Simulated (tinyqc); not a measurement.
Optical transitions of a finite quantum well, step by step. Values are carried at full precision from step to step, so a last printed digit may differ when a step is redone from the rounded ones.

Each carrier sees a square well of width L with its own depth V and masses m (inside), mb (outside); c = hbar^2/2m0, k = sqrt(m E/c), kappa = sqrt(mb (V - E)/c), and level n solves k L + 2 atan[(k/m)/(kappa/mb)] = n pi. The envelope is cos(kz) for odd n and sin(kz) for even n inside, joins exp(-kappa (|z| - L/2)) outside, and is normalised to 1. Excitons and band mixing are left out.

Constants: hbar^2/2m0 = 3.80998211 eV angstrom^2; hc = 1239.841984 eV nm; fine-structure constant alpha = 0.007297352564.

Parameters, chosen for this exercise (near those of an InGaAs well in InP; the results hold for these values, not for the real material): L = 81 angstrom (well width); Eg = 0.819 eV (gap of the well); Vc = 0.261 eV (conduction offset); Vv = 0.354 eV (valence offset); me = 0.0404 m0 (electron, well); meb = 0.0806 m0 (electron, barrier); mh = 0.394 m0 (heavy hole along z, well); mhb = 0.529 m0 (heavy hole, barrier); ml = 0.053 m0 (light hole along z, well); mlb = 0.124 m0 (light hole, barrier); Ns = 0.96 x 1e12/cm^2 (electrons in e1); n_r = 3.29 (refractive index); G = 8 meV (half width of the line).

## Confinement energies

Up to three levels for each carrier.

Levels:
```
level  E (eV)  k (1/angstrom)  kappa (1/angstrom)
e1     0.0524         0.02357             0.06643
e2     0.2094         0.04713             0.03303
hh1    0.0110         0.03373             0.21823
hh2    0.0439         0.06741             0.20748
hh3    0.0986         0.10095             0.18833
lh1    0.0468         0.02550             0.10000
lh2    0.1943         0.05199             0.07209
```

## Interband transitions

From e1 and e2 to each hole level: E = Eg + E_e + E_h, wavelength hc/E, squared overlap of the envelopes, and the strength |<S|p|v>|^2 in units of P^2 at the subband edge: overlap^2 times 1/2 (hh) or 1/6 (lh) for light polarised in the plane (TE), times 0 (hh) or 2/3 (lh) along z (TM).

Transitions:
```
pair    E (eV)  wavelength (nm)  overlap^2      TE      TM
e1-hh1  0.8824           1405.1     0.9187  0.4593  0.0000
e1-hh2  0.9154           1354.5     0.0000  0.0000  0.0000
e1-lh1  0.9182           1350.4     0.9920  0.1653  0.6613
e1-hh3  0.9700           1278.2     0.0334  0.0167  0.0000
e2-hh1  1.0394           1192.8     0.0000  0.0000  0.0000
e1-lh2  1.0657           1163.4     0.0000  0.0000  0.0000
e2-hh2  1.0724           1156.2     0.6641  0.3321  0.0000
e2-lh1  1.0752           1153.1     0.0000  0.0000  0.0000
e2-hh3  1.1270           1100.1     0.0000  0.0000  0.0000
e2-lh2  1.2228           1014.0     0.9167  0.1528  0.6112
```

The edge is e1-hh1 at 1405 nm. Pairs of opposite parity vanish exactly; e1-hh3 is allowed by parity and reaches 0.0334, only because the two envelopes leak differently into the barriers.

## Intersubband transitions from e1

z_1j = <1|z|j>; 1/m1 = <1|1/m|1>; f_1j = (m1/c)(E_j - E_1) z_1j^2, which sums to 1 over all bound and continuum states.

Transitions:
```
pair  E (meV)  wavelength (micrometre)  |z| (angstrom)       f
1-2     157.0                     7.90           23.47  0.9540
```

m1 = 0.0420 m0
sum of f over bound states = 0.9540

The continuum carries the remaining 0.0460. With hard walls z_12 = 16 L/(9 pi^2) = 14.59 angstrom and f_12 = 256/(27 pi^2) = 0.9607.

## Absorption of one well

For light polarised along z (a real waveguide or Brewster geometry adds an angle factor), with all electrons in e1 and none in e2, the peak fractional absorption is 4 pi alpha Ns c f_12/(n_r m1 G) and the area under the Lorentzian line is pi G times that, c = hbar^2/2m0; 1e12/cm^2 = 1e-4/angstrom^2. EF - E1 = 2 pi c Ns/m1 at zero temperature.

peak absorption = 2.894 %
area = 72.74 % meV
EF - E1 = 54.7 meV

EF lies below e2, as assumed.

## Checks

- Sum of f over all levels of a difference grid (60 cells across the well) against 1: 0.998 against 1.000.
- The strength f_12 on that grid against the matched envelopes: both 0.954.

Program tinyqc; command `OMP_NUM_THREADS=1 python tinyqc.py 1280452 1280453 out.jsonl`; about 0.1 s on one thread of a shared Intel(R) Xeon(R) Processor @ 2.30GHz.
